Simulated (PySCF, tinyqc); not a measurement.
Inside a calculation. Method: CCSD on RHF in the sto-6g basis, frozen core, for BeH+, spin multiplicity 1. The lowest restricted solution is unstable here: a spin-polarised one lies 0.0002 hartree lower (PySCF). One step of it, computed by the program tinyqc.

Task: CCSD: starting amplitudes. t_ij^ab = <ij||ab> / (e_i + e_j - e_a - e_b), whose energy is MP2.

orbital energies (hartree): MO1 -5.070487, MO2 -0.673134, MO3 -0.256608, MO4 -0.133146, MO5 -0.133146, MO6 0.157294

Two-electron integrals over orbitals (pq|rs), unique and non-zero (hartree); the lowest 1 orbital is frozen and left out:
```
(22|22) 0.479766    (32|22) -0.067173   (32|32) 0.051488    (33|22) 0.322127
(33|32) 0.034317    (33|33) 0.444103    (42|42) 0.043967    (43|42) 0.033226
(43|43) 0.050034    (44|22) 0.352942    (44|32) 0.032760    (44|33) 0.390477
(44|44) 0.450117    (52|52) 0.043967    (53|52) 0.033226    (53|53) 0.050034
(54|54) 0.024258    (55|22) 0.352942    (55|32) 0.032760    (55|33) 0.390477
(55|44) 0.401601    (55|55) 0.450117    (62|22) 0.032484    (62|32) -0.052841
(62|33) -0.019497   (62|44) -0.067362   (62|55) -0.067362   (62|62) 0.122078
(63|22) -0.056625   (63|32) 0.046184    (63|33) 0.054890    (63|44) 0.029125
(63|55) 0.029125    (63|62) -0.056517   (63|63) 0.062370    (64|42) -0.027299
(64|43) -0.010398   (64|64) 0.023800    (65|52) -0.027299   (65|53) -0.010398
(65|65) 0.023800    (66|22) 0.484298    (66|32) -0.069473   (66|33) 0.349537
(66|44) 0.357012    (66|55) 0.357012    (66|62) 0.060376    (66|63) -0.059646
(66|66) 0.522292
```

Give: Starting amplitudes; correlation energy.

Result:

Starting amplitudes (spin orbitals 1a, 1b, ...; amplitudes related by a flip of all spins are not repeated):
```
from      to        t
2a 2b  6a 6b  -0.0735
2a 2b  3a 3b  -0.0618
2a 2b  3a 6b   0.0424
2a 2b  4a 4b  -0.0407
2a 2b  5a 5b  -0.0407
```

correlation energy = -0.020214 hartree
